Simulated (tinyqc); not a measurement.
Filling against narrowing: heavy doping: band filling, gap narrowing, band tails and the effective intrinsic density. Computed by tinyqc, a small Python program. Command: `OMP_NUM_THREADS=1 python tinyqc.py 3003428 3003429 out.jsonl gapnarrow walk`. One thread of a shared host (Intel(R) Xeon(R) Processor @ 2.30GHz), about 0.02 s of CPU time with the checks.

An n-type crystal above its Mott density, with all dopants ionised: n = N_D - N_A, ionised centres N_I = N_D + N_A. Valleys are taken as spherical with mass m_e.

Inputs (values chosen for the exercise, modelled on silicon):

| quantity | value | unit |
|---|---|---|
| electron mass m_e | 0.34 | m_0 |
| valleys M_c | 6 | - |
| hole mass m_h | 0.781 | m_0 |
| dielectric constant eps | 12.1 | - |
| donor density N_D | 9.4e+19 | cm^-3 |
| compensation ratio N_A/N_D | 0.1 | - |
| temperature T | 77 | K |

Conduction band: parabolic.

Constants: a_0 = 0.529177210903 angstrom; Ry = 13.605693123 eV; hbar^2/(2 m_0) = 3.80998212 eV angstrom^2; k_B = 8.617333262e-05 eV/K; e = 1.602176634e-19 C; eps_0 = 8.8541878128e-12 F/m; e^2/(4 pi eps_0) = 14.39964548 eV angstrom.

Method:
- n = N_D (1 - ratio); Ry* = Ry m_e/eps^2, a* = a_0 eps/m_e; r_s = (3/(4 pi n))^(1/3)/a*; k_F = (3 pi^2 n/M_c)^(1/3); Mott density (0.26/a*)^3.
- n = M_c (1/(2 pi^2)) (m_e/(hbar^2/2m_0))^(3/2) int sqrt(E) f dE, f = 1/(1 + exp((E - E_F)/k_B T)); trapezoid rule in t = sqrt(E/k_B T), step 0.02 up to 12; E_F by bisection from the band edge.
- Screening: q^2 = (e/(eps eps_0)) dn/dE_F. Exchange lowers the conduction band by (1/pi) k_F e^2/(4 pi eps_0 eps) (T = 0 Hartree-Fock at k_F, taken as a rigid shift). Screening raises the valence band by (q/2) e^2/(4 pi eps_0 eps) (static Coulomb hole). The narrowing is the sum; electron correlation and carrier-ion shifts are left out. Root-mean-square potential of randomly placed ions: V_rms = (e^2/(4 pi eps_0 eps)) sqrt(2 pi N_I/q).
- n p/n_i^2 = exp(narrowing/k_B T) x (n/N) exp(-E_F/k_B T), N being the limit of n exp(-E_F/k_B T) far below the edge (taken at E_F = -12 k_B T); apparent narrowing = k_B T ln(n p/n_i^2).
- The compensation ratio is held.

n = 8.46e+19 cm^-3

Mott density = 2.63146e+18 cm^-3

Against carrier density (energies in meV):

| n (cm^-3) | E_F | narrowing | apparent narrowing | V_rms |
|---|---|---|---|---|
| 8.50e+18 | 10.19 | 75.76 | 70.768 | 29.64 |
| 1.70e+19 | 19.52 | 91.92 | 82.200 | 38.21 |
| 3.40e+19 | 32.95 | 108.25 | 89.699 | 50.19 |
| 5.90e+19 | 48.47 | 121.88 | 91.467 | 62.81 |
| 8.50e+19 | 62.20 | 131.54 | 89.818 | 73.01 |
| 1.40e+20 | 87.16 | 145.89 | 82.529 | 89.78 |
| 2.10e+20 | 114.44 | 158.72 | 70.767 | 106.25 |
| 3.40e+20 | 158.00 | 175.56 | 47.238 | 129.83 |

Narrowing grows with exponent 0.21 between the last rows (exchange goes as n^(1/3), the Coulomb hole as n^(1/6) in a degenerate parabolic band) and E_F with 0.67 (2/3 for a parabolic band at T = 0). The apparent narrowing peaks at 91.5 meV near 5.9e19 cm^-3 and then falls, as E_F grows faster than the narrowing. In rows with E_F below 2 k_B T the T = 0 exchange term is overstated. Where V_rms is above half of E_F, band tails blur the edge by more than small net shifts.

Extremes, crossings and ranges named in words are read from the listed rows.
